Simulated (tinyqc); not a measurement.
Trap density and grain size from the barrier.

Problem. With all traps filled Vb = q Qt^2/(8 eps0 eps_r N), and in that limit the barrier is largest at N* = Qt/Lg. Find Qt, Lg and the depleted width Qt/N.

Values chosen for this exercise:
- eps_r = 11.7 (relative permittivity of the semiconductor)

Constants: q = 1.602176634e-19 C, eps0 = 8.8541878128e-14 F/cm where lengths are in cm. Results are converted to the units shown.

barrier at N = 1.4e17 cm^-3 = 0.49849979 V
doping of the largest barrier = 4.75e16 cm^-3

Answer. The barrier gives Qt, and N* then gives Lg.

Qt = 1.90e12 cm^-2
Lg = 400 nm
depleted width = 136 nm

tinyqc, about 0.01 s, one thread, Intel Xeon 2.30GHz (shared host): `OMP_NUM_THREADS=1 python tinyqc.py 2610133 2610134 out.jsonl`
